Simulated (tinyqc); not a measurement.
Six-transistor SRAM cell, nodal equations and margins: course of the iteration: node voltages in a read by Newton steps.

Two cross-coupled inverters (pull-down bn, pull-up bp) hold the nodes Q and QB; access transistors (ba, threshold VTn, gate on the word line at Vdd when selected) join them to the bit lines. Transistor (EKV form, voltages against the body): I = 2 n b Vt^2 [F(vp - Vs) - F(vp - Vd)] from drain to source, F(v) = ln^2(1 + exp(v/(2 Vt))), vp = (Vg - VT + sg |Vd - Vs|)/n. n-channel bodies are at 0; for the p-channel device all voltages are counted down from Vdd. b in uA/V^2 gives I in uA. For an access transistor the bit line is the drain and the node the source. In a read both bit lines are at Vdd. The cell is symmetric (no mismatch).

F1 = In(gate QB, drain Q) - Ip(gate QB, drain Q) - Ia(bit line, Q), F2 the same with Q and QB exchanged; J by central differences with +/- 1e-6 V; solve J d = -F, limit each component to +/- 0.15 V and add.

Stop when the largest change of (Q, QB) is below 1e-9 V, or after 30 iterations. The rule counts as met only at the stable state with Q low.

Inputs (values chosen for the exercise): temperature T = 400 K; supply voltage Vdd = 0.5 V; slope factor n = 1.44; drain-induced barrier lowering sg = 0.028; n-channel threshold VTn = 0.31 V; p-channel threshold (magnitude) VTp = 0.31 V; gain factor of the pull-down transistor bn = 230 uA/V^2; gain factor of the access transistor ba = 230 uA/V^2; gain factor of the pull-up transistor bp = 120 uA/V^2.

Constants: q = 1.602176634e-19 C, kB = 1.380649e-23 J/K, Vt = kB T/q. Results are converted to the units shown.

(Q, QB) at the start (V): Q 0.210000, QB 0.270000

Course of the iteration:
```
iteration     Q (V)  largest |change| of one entry (V)
1          0.236850                             0.0313
2          0.238727                            1.88e-3
3          0.238720                            1.24e-5
4          0.238720                           4.14e-10
```

Did this iteration meet its convergence test, and what does its course show?

No. The steps settle on Q = QB = 0.2387 V. There det J is negative, so this is the unstable balance point of the latch, not a stored state. A rerun from (0, Vdd) converges in 5 iterations to Q = 0.05454 V, QB = 0.4996 V.

Program tinyqc, `OMP_NUM_THREADS=1 python tinyqc.py 2340068 2340069 out.jsonl`; Intel Xeon 2.30GHz, shared host, one thread, about 0.1 s.
